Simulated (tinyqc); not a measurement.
Changing the heat of formation of MSi2: thermodynamics of metal silicides: hull, first phase, silicon consumed, nucleation and stability against SiO2. Computed by tinyqc, a small Python program. Command: `OMP_NUM_THREADS=1 python tinyqc.py 3010420 3010421 out.jsonl silphase sweep`. One thread of a shared host (Intel(R) Xeon(R) Processor @ 2.30GHz), about 0.01 s of CPU time with the checks.

Entropies of formation of the solids are neglected, so heats stand for free energies. Si fractions: M2Si 0.3333, MSi 0.5000, MSi2 0.6667.

Inputs (values chosen for the exercise, for a model metal): heat of formation of MSi = -45.6 kJ/mol atoms; change of interface energy gamma = 0.19 J/m^2; temperature T = 950 K.

Phases: M2Si, MSi, MSi2.

volumes of the three phases per mole of M (cm^3/mol): 9.91  12.9  23.7

Constants: e = 1.602176634e-19 C; k_B = 8.617333262e-05 eV/K.

Method. Where free silicon remains, MSi + Si -> MSi2 gains dH = 3 H(MSi2) - 2 H(MSi) per mole of M; per volume dG = |dH|/V(MSi2); r* = 2 gamma/dG, W* = 16 pi gamma^3/(3 dG^2). For comparison the same with MSi forming from the elements, 2 |H(MSi)|/V(MSi).

One run for each value:

| heat of formation of MSi2 (kJ/mol atoms) | dH of the reaction (kJ/mol M) | barrier W* (eV) | critical radius (nm) | W*/(k_B T) |
|---|---|---|---|---|
| -36.0 | -16.8 | 1.4 | 0.536 | 17 |
| -35.4 | -15.0 | 1.8 | 0.600 | 22 |
| -34.7 | -12.9 | 2.4 | 0.698 | 30 |
| -34.1 | -11.1 | 3.3 | 0.811 | 40 |
| -33.4 | -9.0 | 5.0 | 1.001 | 61 |
| -32.7 | -6.9 | 8.5 | 1.305 | 103 |
| -32.1 | -5.1 | 15.5 | 1.766 | 189 |
| -31.4 | -3.0 | 44.8 | 3.002 | 547 |
| -30.8 | -1.2 | 279.8 | 7.505 | 3418 |

Describe and explain the trends.

Over the rows, dH of the reaction (kJ/mol M) rises from -16.8 to -1.20; barrier W* (eV) rises from 1.43 to 280; critical radius (nm) rises from 0.536 to 7.50. The driving force vanishes at H(MSi2) = (2/3) H(MSi) = -30.4 kJ/mol, where the barrier diverges as 1/dH^2; small changes by alloying therefore shift the formation temperature much.
